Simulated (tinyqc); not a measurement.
Tight binding, dimerised chain, step by step. Computed by tinyqc, a small Python program that keeps every step. Settings: t1 = 0.76, t2 = 2.23, delta = 0, points = 12, cells = 4. Command: `OMP_NUM_THREADS=1 python tinyqc.py 21583 21584 out.jsonl` (the two numbers bound the seeds that draw the settings). One thread of a shared host (Intel(R) Xeon(R) Processor @ 2.60GHz), about 0.01 s of CPU time with the checks.

## Bloch Hamiltonian at k

Parameters chosen for this model:
```
parameter,value,unit
t1,0.760000,"eV, inside the cell"
t2,2.230000,"eV, between cells"
delta,0,"eV, +/- on the two sites"
```

k point k (2 pi / a): 0.490000

H_AA = +delta, H_BB = -delta, H_AB = -t1 - t2 exp(-i k a).

H(k) at k (eV):
```
,A,B
A,0.000000,1.465600+0.140023i
B,1.465600-0.140023i,0.000000
```

## Levels at k

Diagonalise the Hermitian matrix.

eigenvalues (eV): -1.472273  1.472273

weights |c|^2 of the basis functions:
```
,band 1,band 2
A,0.500000,0.500000
B,0.500000,0.500000
```

## Bloch Hamiltonian at X

k point X (2 pi / a): 0.500000

As before.

H(k) at X (eV):
```
,A,B
A,0.000000,1.470000
B,1.470000,0.000000
```

## Levels at X

As before.

eigenvalues (eV): -1.470000  1.470000

weights |c|^2 of the basis functions:
```
,band 1,band 2
A,0.500000,0.500000
B,0.500000,0.500000
```

## Bands along a path

The same steps at evenly spaced points between the labelled ones.

Bands along the path (eV):
```
k,band 1,band 2
G,-2.990000,2.990000
G-X 0.33,-2.691709,2.691709
G-X 0.67,-1.963594,1.963594
X,-1.470000,1.470000
```

With 1 band(s) filled, the highest filled level on these points lies at X and the lowest empty one at X: a gap of 2.9400 eV, direct.

## Berry (Zak) phase of the lower band

On 12 points k_j = j/N: phase = -Im ln of the product of <u_j|u_(j+1)>, closed with u_N = u_0 (the cell-periodic part is taken without the site positions). Single arguments depend on the phases chosen for the u_j; only their sum modulo 2 pi does not.

Overlaps:
```
j,|<u_j|u_j+1>|,argument (rad)
0,0.980777,-0.196390
1,0.979326,0.596476
2,0.975661,-1.021253
3,0.967631,1.497461
4,0.951075,-2.066687
5,0.928515,2.761190
6,0.928515,2.761190
7,0.951075,-2.066687
8,0.967631,1.497461
9,0.975661,-1.021253
10,0.979326,0.596476
11,0.980777,-0.196390
```

phase / pi, folded into (-1, 1] = 1.000000

## Open chain of 4 cells

H of the open chain (eV), lower triangle:
```
,1,2,3,4,5,6,7,8
1,0.000000
2,-0.760000,0.000000
3,0.000000,-2.230000,0.000000
4,0.000000,0.000000,-0.760000,0.000000
5,0.000000,0.000000,0.000000,-2.230000,0.000000
6,0.000000,0.000000,0.000000,0.000000,-0.760000,0.000000
7,0.000000,0.000000,0.000000,0.000000,0.000000,-2.230000,0.000000
8,0.000000,0.000000,0.000000,0.000000,0.000000,0.000000,-0.760000,0.000000
```

The same hoppings without the wrap-around bond.

levels (eV): -2.837887  -2.412649  -1.831369  -0.026607  0.026607  1.831369  2.412649  2.837887

weights of the highest filled level on the sites: 0.442387  0.000542  0.051257  0.005814  0.005814  0.051257  0.000542  0.442387

The bulk gap runs from -1.4700 to 1.4700 eV; 2 level(s) of this chain lie inside it: end states, which need the weaker bond inside the cell and a chain longer than their decay length.
